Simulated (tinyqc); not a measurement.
Worked calculation: size effects in the resistivity of thin metal films and interconnect lines. Computed by tinyqc, a small Python program that keeps every step. Command: `OMP_NUM_THREADS=1 python tinyqc.py 3031311 3031312 out.jsonl size walk`. One thread of a shared host (Intel(R) Xeon(R) Processor @ 2.30GHz), about 0.01 s of CPU time with the checks. Intermediate numbers are printed to about 6 digits and carried at full precision; extremes and crossings named in words are read from the listed rows.

Electrons lose their drift at surfaces (a share 1 - p of the hits) and at grain boundaries (reflection R), besides bulk scattering. The line sits in a trench with a non-conducting liner on both walls and the bottom; the spacing equals the drawn width.

Inputs (values chosen for the exercise, modelled on nickel):

| quantity | value | unit |
|---|---|---|
| bulk resistivity rho_b | 6.75 | microohm cm |
| bulk mean free path lambda | 5.65 | nm |
| specularity p | 0.78 | - |
| grain-boundary reflection R | 0.6 | - |
| drawn line width w | 31 | nm |
| grain size over metal width | 0.61 | - |
| aspect ratio (height over width) | 3 | - |
| liner thickness t | 1.5 | nm |
| line length | 1.4 | micrometre |
| permittivity of the dielectric k | 3.9 | - |
| competitor: rho_b relative to this metal | 2.2 | - |
| competitor: lambda relative to this metal | 0.46 | - |
| competitor: liner relative to t | 0 | - |

Geometry: line.

Constants: eps_0 = 8.8541878128e-12 F/m.

## Metal cross-section

Metal width w_m = w - 2t, height h_m = (aspect ratio) w - t, grain size D = (ratio) w_m.

metal width w_m = 28 nm

metal height h_m = 91.5 nm

grain size D = 17.08 nm

share of the trench filled by metal = 88.8658 %

## Grain boundaries

Mayadas-Shatzkes: alpha = (lambda/D) R/(1 - R); rho_b/rho = 1 - 3 alpha/2 + 3 alpha^2 - 3 alpha^3 ln(1 + 1/alpha).

alpha = 0.496194

rho/rho_b from grains = 1.69543

The linear estimate 1 + 3 alpha/2 gives 1.744, 3 % high; at large alpha the slope is 4/3.

## Surfaces

Fuchs-Sondheimer film: rho_b/rho = 1 - (3/(2 kappa))(1 - p) int_0^1 (s - s^3)(1 - exp(-kappa/s))/(1 - p exp(-kappa/s)) ds, f = rho/rho_b, kappa = thickness/lambda, 80 Gauss-Legendre points. Line: the excess of a film of thickness w_m and of a film of thickness h_m are added, rho/rho_b = 1 + (f(w_m) - 1) + (f(h_m) - 1), an estimate that holds best when both sides exceed lambda.

kappa = w_m/lambda = 4.95575

f(w_m) = 1.01693

f(h_m) = 1.00512

rho/rho_b from surfaces = 1.02205

## Resistance and delay

Total: rho = rho_b [1 + surface excess + grain excess]; resistance per length rho/(w_m h_m); capacitance per length C = 2 k eps_0 (aspect ratio + 1/2), a parallel-plate estimate for two neighbours plus a fixed term for the planes above and below; delay 0.38 R C L^2; effective resistivity per drawn area.

resistivity rho = 11.5929 microohm cm

resistance per length = 45.2496 ohm/micrometre

capacitance per length = 0.241719 fF/micrometre

RC delay = 0.00814640 ps

effective resistivity per drawn area = 13.0455 microohm cm

Of the factor 1.93 over bulk, scattering gives 1.72 and the liner 1.13; within scattering, grain boundaries outweigh surfaces (0.70 against 0.02, grains first).

## A short-path metal as competitor

w_m = w - 2t, h_m = (aspect ratio) w - t, D = (ratio) w_m; rho = rho_b [1 + surface excess + grain excess]. Effective resistivity rho (aspect ratio) w^2/(w_m h_m) for the metal with its liner, for the same metal without liner, and for a competitor with its own rho_b, lambda and liner, and for that competitor with the liner t; p, R, aspect and grain ratios are the same.

Effective resistivity (microohm cm):

| w (nm) | this metal | without liner | competitor | competitor, liner t |
|---|---|---|---|---|
| 200 | 7.602 | 7.4588 | 15.5744 | 15.862 |
| 100 | 8.487 | 8.1494 | 16.2865 | 16.920 |
| 50 | 10.395 | 9.5037 | 17.6875 | 19.196 |
| 30 | 13.297 | 11.2808 | 19.5250 | 22.630 |
| 20 | 17.653 | 13.4795 | 21.7925 | 27.724 |
| 14 | 24.831 | 16.2881 | 24.6788 | 35.989 |
| 10 | 38.421 | 20.0164 | 28.4974 | 51.351 |
| 7 | 74.219 | 25.5911 | 34.1892 | 90.890 |
| 5 | 198.658 | 33.0073 | 41.7423 | 224.622 |

The competitor wins below a width between 20.0 and 14.0 nm. In narrow lines rho scales as rho_b lambda/w, and the product rho_b lambda of the competitor is 1.01 times this metal's. At the narrowest width the liner costs this metal a factor 6.02. With the same liner the competitor wins nowhere in the table; at the narrowest width the thinner liner lowers it from 225 to 41.7. Rows with w - 2t below lambda stretch the additive estimate. Metal widths below about 5 nm are outside this semiclassical model.

Checks made by the program: grain-boundary formula against its angular integral 3 int_0^1 c^3/(c + alpha) dc (relative difference below 1e-10).
